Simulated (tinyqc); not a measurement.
Energy and delay of logic against supply voltage: one step of the calculation.

One expression serves below and above threshold: I(Vg) = Ik [ln(1 + exp((Vg - VT + dd V)/(al nf Vt)))]^al, with I_on = I(V) and I_off = I(0). Gate delay td = kd C V/I_on, clock period LD td. Per gate and cycle the switching energy is act C V^2 and the leakage energy I_off V LD td. No short-circuit current, no variation. Minima are sought above 0.09 V; below a few Vt gates no longer switch and the model has no meaning.

Problem. Currents, delay and energies. I_on, I_off, td, clock frequency 1/(LD td), both energies and their sum.

Inputs (values chosen for the exercise); values of the order met in logic technologies:
```
symbol  value  unit                               meaning
T         378     K                           temperature
VT        0.4     V  threshold voltage at zero drain bias
nf       1.09                                slope factor
dd       0.02         barrier lowering per volt of supply
Ik       0.35    uA            specific current of a gate
al       1.71                 exponent of the current law
C        0.87    fF            load capacitance of a gate
kd        1.1                                delay factor
LD         40                                 logic depth
act      0.05                             activity factor
V        1.07     V                        supply voltage
```

Constants: q = 1.602176634e-19 C, kB = 1.380649e-23 J/K, Vt = kB T/q. Results are converted to the units shown.

Wanted: I_on; I_off; td; clock frequency; switching energy; leakage energy; energy.

Solution.

I_on = 22.42 uA
I_off = 0.008172 nA
td = 45.68 ps
clock frequency = 0.5473 GHz
switching energy = 49.80 aJ
leakage energy = 0.01598 aJ
energy = 49.82 aJ

I_on/I_off = 2.74e6; leakage makes up 0.0321 % of the energy.

Numbers from tinyqc (`OMP_NUM_THREADS=1 python tinyqc.py 2082183 2082184 out.jsonl`; about 0.01 s on one thread of a shared Intel Xeon 2.30GHz).
